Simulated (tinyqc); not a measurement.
Global model of a low-pressure process discharge: electron temperature, density, ion flux and ion energy: one step, computed by the program tinyqc.

Maxwellian electrons with temperature T_e in eV, one positive ion, no negative ions, uniform bulk density n; rate constants have the Arrhenius form.

Question. Energy per pair and density. E_c = E_iz + (X0 exp(-E_ex/T_e) E_ex + K_el (3 m_0/M) T_e)/K_iz; wall potential V_s = (T_e/2) ln(M/(2 pi m_0)); E_T = E_c + 2 T_e + T_e/2 + V_s; n = P/(e u_B A_eff E_T); ion current density J = e h_L n u_B; ionised share n/n_g.

Inputs (values chosen for the exercise, of the order of those of an inductive discharge in a simple atomic gas): ion mass M = 35.5 u; ionisation energy E_iz = 13 eV; excitation prefactor X0 = 1.3e-14 m^3/s; excitation energy E_ex = 11.7 eV; elastic rate constant K_el = 6.5e-14 m^3/s; gas temperature T_g = 400 K; radius R = 13 cm; height L = 15 cm; absorbed power P = 1100 W.

T_e = 1.290571 eV

K_iz = 2.278870e-18 m^3/s

Bohm velocity u_B = 1872.869 m/s

A_eff = 156.1661 cm^2

h_L = 0.08090592

gas density n_g = 1.611561e+21 1/m^3

Constants: m_0 = 9.1093837015e-31 kg; u = 1.6605390666e-27 kg; e = 1.602176634e-19 C.

Give: collisional loss per pair E_c; wall potential V_s; E_T; plasma density n; ion current density J; ionised share.

Answer.

collisional loss per pair E_c = 22.42 eV

wall potential V_s = 5.962 V

E_T = 31.61 eV

plasma density n = 7.427e+12 1/cm^3

ion current density J = 18.03 mA/cm^2

ionised share = 0.004608

Collisions take 71 % of the power and the walls the rest. T_e came from the particle balance alone; the power sets only n. Caution: at so short an ion path the formulas for h_L and h_R give way to the ambipolar-diffusion limit.
